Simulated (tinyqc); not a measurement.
# Resistance of a source-drain extension with a graded tip: two studies

y runs along the channel, the gate covers y > 0. The doping is N0 for y < y0 and N0 10^(-(y - y0)/la) beyond, uniform over the depth xj. Sheet conductance s(y) = q mu(N) max(N - Nch, 0) xj + (for y > 0) ma Cox Vo, with mu(N) = u0 + (u1 - u0)/(1 + (N/Nr)^au) and Cox = eps0 eox/tox. Current is taken as one-dimensional; depletion of the tip, spreading and the contact are left out. The metallurgical junction lies at yj, where N = Nch.

Inputs (values chosen for the exercise); mobility law close to that of electrons in silicon:
- eox = 3.9 (relative permittivity of the gate insulator (close to silicon dioxide))
- tox = 1.2 nm (insulator thickness)
- N0 = 6.9e19 cm^-3 (active doping of the extension far from the gate)
- la = 5.7 nm/decade (lateral abruptness)
- y0 = -0.5 nm (position under the gate where the fall begins (gate edge at 0))
- xj = 19 nm (depth of the extension)
- Nch = 5.3e17 cm^-3 (channel doping)
- Ls = 17 nm (spacer length)
- Vo = 0.42 V (gate overdrive)
- ma = 87 cm^2/(V s) (mobility of the gate-induced layer)
- u1 = 1414 cm^2/(V s) (mobility at low doping)
- u0 = 68.5 cm^2/(V s) (mobility at high doping)
- Nr = 9.2e16 cm^-3 (reference doping)
- au = 0.711 (exponent)
- Lg = 60 nm (gate length)

Constants: q = 1.602176634e-19 C, eps0 = 8.8541878128e-14 F/cm where lengths are in cm. Results are converted to the units shown.

Each table varies one quantity; the others keep the values above.

## Abruptness at a fixed junction position

R_spacer = integral of dy/s from -Ls to 0, R_ov from 0 to yj, R_channel = (Lg - 2 yj)/(ma Cox Vo), R_total = 2 R_spacer + 2 R_ov + R_channel. Electrical length L_eff = ma Cox dR_total/d(1/Vo); R_series = R_total - L_eff/(ma Cox Vo). y0 is moved with la so that yj stays at 11.553 nm.

The same in every row: yj (nm) = 11.55; R_channel (ohm um) = 350.9.

Result of one run:
```
la (nm/decade)  R_spacer (ohm um)  R_ov (ohm um)  R_total (ohm um)  L_eff (nm)  R_series (ohm um)
4.9                         10.13          37.91             446.9       41.23              54.83
```

What becomes of these results when the lateral abruptness la is changed from 4.9 to 6.1 nm/decade, all else the same?

Result of the changed run:
```
la (nm/decade)  R_spacer (ohm um)  R_ov (ohm um)  R_total (ohm um)  L_eff (nm)  R_series (ohm um)
6.1                         10.34          45.42             462.4       42.27              60.42
```

The whole series:
```
la (nm/decade)  R_spacer (ohm um)  R_ov (ohm um)  R_total (ohm um)  L_eff (nm)  R_series (ohm um)
1                           10.13          12.89             396.9       37.84              37.01
2.3                         10.13          21.23             413.6       38.97              42.95
3.6                         10.13          29.57             430.3       40.10              48.89
4.9                         10.13          37.91             446.9       41.23              54.83
6.1                         10.34          45.42             462.4       42.27              60.42
7.4                         12.17          52.26             479.7       43.34              67.57
8.7                         15.86          57.77             498.1       44.32              76.62
10                          21.25          62.25             517.9       45.21              87.92
```

As la goes from 1 to 10 nm/decade, R_total rises from 397 to 518 ohm um, R_spacer rises from 10.1 to 21.3 ohm um and R_ov rises from 12.9 to 62.3 ohm um. R_total changes on average by 13.4 ohm um for each nm/decade. L_eff exceeds the metallurgical length by 0.949 nm in the first row and 8.32 nm in the last, since the gate also controls the lightly doped tips.

## Effect of the active doping of the extension far from the gate

Same model as above.

Effect of the active doping of the extension far from the gate:
```
N0 (cm^-3)  yj (nm)  R_spacer (ohm um)  R_ov (ohm um)  R_channel (ohm um)  R_total (ohm um)  L_eff (nm)  R_series (ohm um)
2e19          8.487              29.59          39.60               409.2             547.6       47.97              91.38
3.1e19        9.572              20.50          41.18               388.6             511.9       45.85              75.88
4.7e19        10.60              14.30          42.27               369.0             482.1       43.81              65.42
7.2e19        11.66              9.772          43.08               348.9             454.6       41.71              57.86
1.1e20        12.71              6.630          43.65               328.9             429.5       39.62              52.64
1.7e20        13.79              4.414          44.05               308.4             405.3       37.47              48.97
2.6e20        14.84              2.949          44.31               288.4             382.9       35.37              46.56
4e20          15.90              1.948          44.49               268.1             361.0       33.24              44.91
```

What does the table show?

As N0 goes from 2e19 to 4e20, R_total falls from 548 to 361 ohm um, L_eff falls from 48.0 to 33.2 nm and R_series falls from 91.4 to 44.9 ohm um.

Program tinyqc, `OMP_NUM_THREADS=1 python tinyqc.py 2282011 2282012 out.jsonl`; Intel Xeon 2.30GHz, shared host, one thread, about 0.03 s.
